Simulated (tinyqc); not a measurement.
Hexagonal on-chip spiral inductor, lumped pi model: two steps of the calculation.

Outer diameter do = di + 2 n wd + 2 (n - 1) sp, mean da = (do + di)/2, fill p = (do - di)/(do + di), length l = 3.464 n da. L = 2.33 mu0 n^2 da/(1 + 3.82 p), mu0 = 4 pi 1e-7 H/m. Rs = rho l/(wd delta (1 - exp(-th/delta))), delta = sqrt(rho/(pi f mu0)). Cs = n wd^2 eps0 eo/hu across the coil. At each end Cox = l wd eps0 eo/(2 ho) leads to the substrate branch Rsi = 2 rs he/(l wd) in parallel with Csi = l wd eps0 11.7/(2 he). With one end grounded Y = 1/(Rs + i w L) + i w Cs + 1/[1/(i w Cox) + 1/(1/Rsi + i w Csi)], w = 2 pi f; Q = -Im Y/Re Y. Eddy currents in neighbouring turns and in the substrate are left out.

Parameters, values chosen for the exercise; values of the order met in silicon radio-frequency processes:
- n = 3.5 (number of turns)
- wd = 15 um (line width)
- sp = 3 um (space between turns)
- di = 60 um (inner diameter)
- th = 4 um (metal thickness)
- rho = 1.9 uohm cm (metal resistivity)
- ho = 7 um (oxide below the coil)
- hu = 1.2 um (oxide between coil and underpass)
- eo = 3.9 (relative permittivity of the oxide)
- rs = 10 ohm cm (substrate resistivity)
- he = 50 um (effective spreading depth in the substrate)
- f = 0.94 GHz (frequency)

Constants: eps0 = 8.8541878128e-12 F/m. Results are converted to the units shown.

Question 1. Geometry and model elements. do, l, L, delta, Rs, Cs, Cox, Rsi and Csi as defined.

Wanted: do; l; L; delta; Rs; Cs; Cox; Rsi; Csi.

Answer 1.

do = 180.00 um
l = 1454.9 um
L = 1.4791 nH
delta = 2.2627 um
Rs = 0.98209 ohm
Cs = 22.661 fF
Cox = 53.827 fF
Rsi = 458.23 ohm
Csi = 22.608 fF

Question 2. Admittance, quality factor and apparent inductance. Series branch 1/(Rs + i w L), substrate branch, total Y, Q = -Im Y/Re Y, apparent inductance Im(1/Y)/w, metal-only value w L/Rs, share of the loss in the substrate Re(substrate branch)/Re Y.

L = 1.4790748 nH
Rs = 0.98209012 ohm
Cs = 22.661187 fF
Cox = 53.827441 fF
Rsi = 458.22794 ohm
Csi = 22.607525 fF

Find: series branch; substrate branch; Y; Q; apparent inductance; w L/Rs; share of the loss in the substrate.

Answer 2.

series branch = 12.7-113.0i mS
substrate branch = 0.0444+0.3087i mS
Y = 12.8-112.6i mS
Q = 8.829
apparent inductance = 1.485 nH
w L/Rs = 8.895
share of the loss in the substrate = 0.3482 %

Q is 99.3 % of the metal-only value.

Program tinyqc, `OMP_NUM_THREADS=1 python tinyqc.py 2302134 2302135 out.jsonl`; Intel Xeon 2.30GHz, shared host, one thread, about 0.01 s.
